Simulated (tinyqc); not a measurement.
# Changing the temperature T

Model: grain-boundary diffusion: Harrison regimes, Fisher and Le Claire analysis, Hart average. Computed by tinyqc, a small Python program. Command: `OMP_NUM_THREADS=1 python tinyqc.py 3028495 3028496 out.jsonl gbdiff sweep`. One thread of a shared host (Intel(R) Xeon(R) Processor @ 2.30GHz), about 0.01 s of CPU time with the checks.

A boundary is a slab of width delta with diffusivity D_b, normal to a surface held at constant concentration; it leaks into grains of diffusivity D.

Inputs (values chosen for the exercise, for a model polycrystal): lattice prefactor D0 = 1.5e-05 m^2/s; lattice activation energy E = 3.38 eV; boundary prefactor D0b = 4.3e-06 m^2/s; boundary activation energy E_b = 1.84 eV; boundary width delta = 0.82 nm; segregation factor s = 30; grain size d = 46 um; time t = 490 s.

Constants: k_B = 8.617333262e-05 eV/K.

Method:
- D = D0 exp(-E/(k_B T)), D_b = D0b exp(-E_b/(k_B T)).
- Triple product P = s delta D_b.
- l = sqrt(D t); P = s delta D_b; alpha = s delta/(2 l); beta = P/(2 D l). Regime A if l > 3 d, C if alpha > 1, B if alpha < 0.1, l < d/4 and beta > 10, otherwise a transition.
- Hart average for parallel slabs: f = delta/d, D_eff = (s f D_b + (1 - f) D)/(1 - f + s f); share of the boundaries = s f D_b/(s f D_b + (1 - f) D); depth sqrt(D_eff t).
- Fisher: the mean concentration falls as exp(-y/y_F), y_F = sqrt(P) (pi t/(4 D))^(1/4), with the boundary equation P d2c/dy2 = 2 c sqrt(D/(pi t)). Le Claire (from the Whipple solution): ln c falls as -(y/y_L)^(6/5) with P = 1.322 sqrt(D/t) y_L^2.

One run for each value:
```
temperature T (K)  Le Claire depth y_L (um)  lattice diffusion length l (um)        beta  share of the boundaries
916                                   8.269                       4.3138e-05  2.4289e+10                  0.99998
1060                                  9.409                       7.9073e-04  9.3583e+07                  0.99969
1200                                 10.354                       6.8463e-03  1.5120e+06                  0.99778
1350                                 11.223                       4.2081e-02  4.7019e+04                  0.98851
1490                                 11.924                       1.6477e-01  3.4617e+03                  0.96124
1630                                 12.538                       5.1033e-01  3.9897e+02                  0.89850
1770                                 13.079                       1.3218e+00  6.4718e+01                  0.78810
1920                                 13.591                       3.1412e+00  1.2374e+01                  0.62825
2060                                 14.016                       6.2888e+00  3.2833e+00                  0.47306
```

Describe and explain the trends.

Over the rows, Le Claire depth y_L (um) rises from 8.27 to 14.0 (exponent d ln y / d ln x 0.88 between the first rows and 0.44 between the last); lattice diffusion length l (um) rises from 4.31e-5 to 6.29 (exponent d ln y / d ln x 20 between the first rows and 9.9 between the last); beta falls from 2.43e10 to 3.28 (exponent d ln y / d ln x -38 between the first rows and -19 between the last). y_L follows an apparent activation energy E_b/2 - E/4 = 0.075 eV and l one of E/2 = 1.690 eV, so the boundary tail stands out less as T rises: y_L/l goes from 192000 to 2.23.

Caution (all rows): outside regime A (which needs sqrt(D t) above about 3 d) the Hart average and its depth are formal: they describe a profile only in regime A or at steady state. Caution (rows 916, 1060, 1200, 1350, 2060): the Fisher and Le Claire forms need regime B with beta above 10.
